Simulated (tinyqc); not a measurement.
Minority carriers and saturation current of a heavily doped emitter: one step of the calculation.

n-type, parabolic bands, full ionisation. eta = (EF - Ec)/kB T solves N = Nc F12(eta), F12(x) = (2/sqrt(pi)) int_0^infinity sqrt(u)/(1 + exp(u - x)) du. The gap shrinks rigidly by dEg = E1 [ln(N/N0) + sqrt(ln^2(N/N0) + 0.5)], an empirical law that is here taken as the true narrowing.

Problem. Fermi level. Newton step on ln F12(eta) = ln(N/Nc): eta(new) = eta - ln(Nc F12/N) F12/Fm, Fm(x) = dF12/dx = (1/sqrt(pi)) int_0^infinity u^(-1/2)/(1 + exp(u - x)) du.

Inputs (values chosen for the exercise):
- Nc = 8.06e18 cm^-3 (conduction-band density of states at 250 K)
- N = 1.4e19 cm^-3 (ionised donor density)

eta at the start (Boltzmann value) = 0.5521

Give: F12; Fm; eta after iteration 1.

Solution.

F12 = 1.160
Fm = 0.8301
eta after iteration 1 = 1.116

Range of the model: Band tails, non-parabolic bands and incomplete ionisation are left out.

tinyqc, about 0.01 s, one thread, Intel Xeon 2.30GHz (shared host): `OMP_NUM_THREADS=1 python tinyqc.py 2330061 2330062 out.jsonl`
